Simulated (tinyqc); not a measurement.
Inside a calculation. Method: UHF in the sto-3g basis, for H4, spin multiplicity 3. One step of it, computed by the program tinyqc.

Question. Iteration 3: diagonalisation and new density. Diagonalise F' = X^T F X, C = X C', fill 3 alpha and 1 beta electrons from the bottom; D(s) = C_occ C_occ^T; the new density keeps 0.5 of the old one (damping). Each column has its largest component positive (the first on a tie).

F(alpha) (hartree):
```
,1H 1s,2H 1s,3H 1s,4H 1s
1H 1s,-0.075300,-0.249037,-0.002783,0.004184
2H 1s,-0.249037,-0.403575,-0.420538,-0.049335
3H 1s,-0.002783,-0.420538,-0.450041,-0.267189
4H 1s,0.004184,-0.049335,-0.267189,-0.539832
```

F(beta) (hartree):
```
,1H 1s,2H 1s,3H 1s,4H 1s
1H 1s,-0.074397,-0.252729,-0.027623,0.004780
2H 1s,-0.252729,0.045160,-0.113182,-0.016989
3H 1s,-0.027623,-0.113182,0.052442,-0.094164
4H 1s,0.004780,-0.016989,-0.094164,0.232413
```

X:
```
,1,2,3,4
1H 1s,-0.431873,0.681846,-0.607352,0.272921
2H 1s,0.922685,-0.378212,-0.283957,0.491195
3H 1s,-0.922147,-0.379043,0.284402,0.490990
4H 1s,0.430974,0.681962,0.607842,0.272437
```

D(alpha) after iteration 2:
```
,1H 1s,2H 1s,3H 1s,4H 1s
1H 1s,0.581572,0.148840,-0.453703,0.089365
2H 1s,0.148840,0.735144,0.058621,-0.056047
3H 1s,-0.453703,0.058621,0.663087,-0.197832
4H 1s,0.089365,-0.056047,-0.197832,1.041961
```

D(beta) after iteration 2:
```
,1H 1s,2H 1s,3H 1s,4H 1s
1H 1s,0.528336,0.329581,-0.166618,-0.002121
2H 1s,0.329581,0.261893,-0.187907,0.013022
3H 1s,-0.166618,-0.187907,0.196980,-0.022221
4H 1s,-0.002121,0.013022,-0.022221,0.003780
```

overlap S:
```
,1H 1s,2H 1s,3H 1s,4H 1s
1H 1s,1.000000,0.282773,0.041186,0.001639
2H 1s,0.282773,1.000000,0.404911,0.041107
3H 1s,0.041186,0.404911,1.000000,0.282376
4H 1s,0.001639,0.041107,0.282376,1.000000
```

Give: F' = X^T F X; orbital energies; coefficients C; F' = X^T F X; orbital energies; coefficients C; D(alpha) after iteration 3; D(beta) after iteration 3.

Answer.

F' = X^T F X (alpha) (hartree):
```
,1,2,3,4
1,0.243,-0.160,0.043,-0.055
2,-0.160,-0.232,-0.167,0.071
3,0.043,-0.167,-0.392,-0.101
4,-0.055,0.071,-0.101,-0.606
```

orbital energies (alpha) (hartree): MO1 -0.647, MO2 -0.486, MO3 -0.166, MO4 0.313

coefficients C (alpha):
```
,MO1,MO2,MO3,MO4
1H 1s,0.019,-0.141,0.723,-0.743
2H 1s,0.391,-0.519,0.319,0.890
3H 1s,0.523,-0.226,-0.673,-0.735
4H 1s,0.492,0.812,0.369,0.238
```

F' = X^T F X (beta) (hartree):
```
,1,2,3,4
1,0.544,-0.028,0.086,0.031
2,-0.028,0.262,0.116,-0.036
3,0.086,0.116,-0.023,0.114
4,0.031,-0.036,0.114,-0.124
```

orbital energies (beta) (hartree): MO1 -0.218, MO2 0.013, MO3 0.303, MO4 0.561

coefficients C (beta):
```
,MO1,MO2,MO3,MO4
1H 1s,0.693,-0.371,0.447,-0.526
2H 1s,0.513,0.049,-0.458,0.917
3H 1s,0.096,0.764,-0.245,-0.814
4H 1s,0.008,0.353,0.844,0.508
```

D(alpha) after iteration 3:
```
,1H 1s,2H 1s,3H 1s,4H 1s
1H 1s,0.562,0.230,-0.449,0.125
2H 1s,0.230,0.629,0.083,-0.084
3H 1s,-0.449,0.083,0.720,-0.186
4H 1s,0.125,-0.084,-0.186,1.040
```

D(beta) after iteration 3:
```
,1H 1s,2H 1s,3H 1s,4H 1s
1H 1s,0.505,0.343,-0.050,0.002
2H 1s,0.343,0.262,-0.069,0.009
3H 1s,-0.050,-0.069,0.103,-0.011
4H 1s,0.002,0.009,-0.011,0.002
```
